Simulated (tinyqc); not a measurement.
Solid solubility of a dopant against its melt (retrograde solidus), clustering and the electrically active fraction: one step, computed by the program tinyqc.

Task: Active fraction after the anneal. A highly soluble donor (another dopant than that of the solidus) is limited by clustering. Donors N_a are active, and clusters hold m atoms each: N_t = N_a + m C, m C = N* (N_a/N*)^m, with N*(T) = N*(1273 K) exp[-(E_b/k_B)(1/T - 1/1273)]. Resistivity = 1/(e mu N_a).

Inputs (values chosen for the exercise, of the order of those of antimony in silicon for the solubility):

| quantity | value | unit |
|---|---|---|
| total dopant density N_t | 2e+20 | 1/cm^3 |
| atoms per cluster m | 3 | - |
| cluster scale N* at 1273 K | 4.6e+20 | 1/cm^3 |
| activation energy E_b of the cluster scale | 0.34 | eV |
| anneal temperature T_a | 1050 | K |
| mobility mu | 95 | cm^2/(V s) |

Clustering: clusters of m atoms, electrons left out.

Constants: k_B = 8.617333262e-05 eV/K; e = 1.602176634e-19 C.

Give: N*(T_a); active density N_a; active fraction; resistivity.

Result:

N*(T_a) = 2.382e+20 1/cm^3

active density N_a = 1.456e+20 1/cm^3

active fraction = 0.7280

resistivity = 0.4513 milliohm cm

Doubling the dose would raise N_a by only 50 %. Caution: this clustering law is a generic form; degeneracy and a doping-dependent mobility are left out.
